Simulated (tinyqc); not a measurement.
Pariser-Parr-Pople SCF with singles CI, for the molecule NC1=Cc2ccccc21 (SMILES; centres numbered as the heavy atoms are written), step by step. One step of it, computed by the program tinyqc.

Question. Iteration 2: Fock matrix. F_rr = H_rr + P_rr gamma_rr / 2 + sum_(s != r) P_ss gamma_rs; F_rs = H_rs - P_rs gamma_rs / 2; E = tr P (H + F) / 2 + core repulsion sum_(r<s) z_r z_s gamma_rs.

P after iteration 1:
```
           1N         2C         3C         4C         5C         6C         7C         8C
1N   1.569232   0.643494  -0.368458  -0.241765   0.136363   0.143561  -0.084355  -0.140440
2C   0.643494   0.944742   0.682901   0.122725  -0.205391  -0.088454   0.087567   0.066745
3C  -0.368458   0.682901   1.355601   0.363361  -0.152408   0.026782   0.166345  -0.204990
4C  -0.241765   0.122725   0.363361   0.835944   0.636162   0.090151  -0.292945  -0.054177
5C   0.136363  -0.205391  -0.152408   0.636162   1.082698   0.644709  -0.090833  -0.252427
6C   0.143561  -0.088454   0.026782   0.090151   0.644709   0.942487   0.671942   0.027625
7C  -0.084355   0.087567   0.166345  -0.292945  -0.090833   0.671942   1.116020   0.614219
8C  -0.140440   0.066745  -0.204990  -0.054177  -0.252427   0.027625   0.614219   0.983223
9C   0.040443   0.198278  -0.213925   0.515714   0.129732  -0.302481  -0.145761   0.699168

           9C
1N   0.040443
2C   0.198278
3C  -0.213925
4C   0.515714
5C   0.129732
6C  -0.302481
7C  -0.145761
8C   0.699168
9C   1.170053
```

core matrix H (eV):
```
            1N          2C          3C          4C          5C          6C          7C          8C
1N  -59.684829   -2.350000    0.000000    0.000000    0.000000    0.000000    0.000000    0.000000
2C   -2.350000  -63.892999   -2.390000    0.000000    0.000000    0.000000    0.000000    0.000000
3C    0.000000   -2.390000  -57.419338   -2.390000    0.000000    0.000000    0.000000    0.000000
4C    0.000000    0.000000   -2.390000  -62.233196   -2.390000    0.000000    0.000000    0.000000
5C    0.000000    0.000000    0.000000   -2.390000  -55.081449   -2.390000    0.000000    0.000000
6C    0.000000    0.000000    0.000000    0.000000   -2.390000  -52.519656   -2.390000    0.000000
7C    0.000000    0.000000    0.000000    0.000000    0.000000   -2.390000  -52.992807   -2.390000
8C    0.000000    0.000000    0.000000    0.000000    0.000000    0.000000   -2.390000  -56.832758
9C    0.000000   -2.390000    0.000000   -2.390000    0.000000    0.000000    0.000000   -2.390000

            9C
1N    0.000000
2C   -2.390000
3C    0.000000
4C   -2.390000
5C    0.000000
6C    0.000000
7C    0.000000
8C   -2.390000
9C  -64.462702
```

repulsion gamma_rs (eV):
```
           1N         2C         3C         4C         5C         6C         7C         8C
1N  18.250000   8.443529   5.208689   4.094234   2.972133   2.635892   2.873459   3.847095
2C   8.443529  11.340000   7.616918   6.123332   4.017795   3.375364   3.573025   4.819715
3C   5.208689   7.616918  11.340000   7.618980   4.819918   3.573025   3.374700   4.016998
4C   4.094234   6.123332   7.618980  11.340000   7.618016   5.260484   4.683073   5.261050
5C   2.972133   4.017795   4.819918   7.618016  11.340000   7.617948   5.259400   4.683451
6C   2.635892   3.375364   3.573025   5.260484   7.617948  11.340000   7.616918   5.260655
7C   2.873459   3.573025   3.374700   4.683073   5.259400   7.616918  11.340000   7.618751
8C   3.847095   4.819715   4.016998   5.261050   4.683451   5.260655   7.618751  11.340000
9C   5.209797   7.619792   6.121420   7.619792   5.260655   4.683478   5.260022   7.617948

           9C
1N   5.209797
2C   7.619792
3C   6.121420
4C   7.619792
5C   5.260655
6C   4.683478
7C   5.260022
8C   7.617948
9C  11.340000
```

Centres (angstrom, eV; a flat drawing with bonds scaled to 1.40 angstrom):
```
centre          x          y  core charge z          W   gamma_rr
1N      -2.931000   0.734000              2  24.400000  18.250000
2C      -1.709000   0.050000              1   9.860000  11.340000
3C      -1.329000  -1.298000              1   9.860000  11.340000
4C       0.018000  -0.917000              1   9.860000  11.340000
5C       1.375000  -1.262000              1   9.860000  11.340000
6C       2.352000  -0.259000              1   9.860000  11.340000
7C       1.972000   1.089000              1   9.860000  11.340000
8C       0.615000   1.433000              1   9.860000  11.340000
9C      -0.362000   0.430000              1   9.860000  11.340000
```

Give: F; pi energy.

Answer.

F (eV):
```
        1N      2C      3C      4C      5C      6C      7C      8C
1N  -8.118  -5.067   0.960   0.495  -0.203  -0.189   0.121   0.270
2C  -5.067  -4.669  -4.991  -0.376   0.413   0.149  -0.156  -0.161
3C   0.960  -4.991  -4.530  -3.774   0.367  -0.048  -0.281   0.412
4C   0.495  -0.376  -3.774  -2.435  -4.813  -0.237   0.686   0.143
5C  -0.203   0.413   0.367  -4.813  -3.771  -4.846   0.239   0.591
6C  -0.189   0.149  -0.048  -0.237  -4.846  -3.209  -4.949  -0.073
7C   0.121  -0.156  -0.281   0.686   0.239  -4.949  -3.772  -4.730
8C   0.270  -0.161   0.412   0.143   0.591  -0.073  -4.730  -3.379
9C  -0.105  -3.145   0.655  -4.355  -0.341   0.708   0.383  -5.053

        9C
1N  -0.105
2C  -3.145
3C   0.655
4C  -4.355
5C  -0.341
6C   0.708
7C   0.383
8C  -5.053
9C  -4.316
```

pi energy = -127.857 eV
